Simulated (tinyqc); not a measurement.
k.p theory built from an empirical-pseudopotential calculation at Gamma: one step. Luttinger parameters from the curvatures. Three cases, with inputs chosen for the exercise.

Problem. A pseudopotential band calculation without spin-orbit coupling gave the curvatures below. The valence triplet at Gamma has curvatures (units of hbar^2/2m0) L (once), M (twice) along [100] and (L + 2M + 2N)/3 (once), (L + 2M - N)/3 (twice) along [111]. g1 = -(L + 2M)/3, g2 = -(L - M)/6, g3 = -N/6; heavy and light masses 1/(g1 -/+ 2 g2) along [100], 1/(g1 -/+ 2 g3) along [111].

Case 1.

eigenvalues along [100]: -6.20113  -3.49721  -3.49721

eigenvalues along [111]: -10.37842  -1.40857  -1.40857

Case 2.

eigenvalues along [100]: -11.22400  -1.95427  -1.95427

eigenvalues along [111]: -13.47262  -0.82995  -0.82995

Case 3.

eigenvalues along [100]: -6.24385  -3.51927  -3.51927

eigenvalues along [111]: -10.43582  -1.42328  -1.42328

Give: L, M, N; g1, g2, g3; masses: heavy and light [100], heavy and light [111].

Solution.

Case 1.

L, M, N: -6.201  -3.497  -8.970

g1, g2, g3: 4.399  0.451  1.495

masses: heavy and light [100], heavy and light [111] (m0): 0.286  0.189  0.710  0.135

Case 2.

L, M, N: -11.224  -1.954  -12.643

g1, g2, g3: 5.044  1.545  2.107

masses: heavy and light [100], heavy and light [111] (m0): 0.512  0.123  1.205  0.108

Case 3.

L, M, N: -6.244  -3.519  -9.013

g1, g2, g3: 4.427  0.454  1.502

masses: heavy and light [100], heavy and light [111] (m0): 0.284  0.187  0.703  0.135

Computed by tinyqc, one run a case: `OMP_NUM_THREADS=1 python tinyqc.py N N+1 out.jsonl` with N = 1080206, 1080369, 1080370; one thread of a shared Intel(R) Xeon(R) Processor @ 2.30GHz, about 0.5 s a run at most.
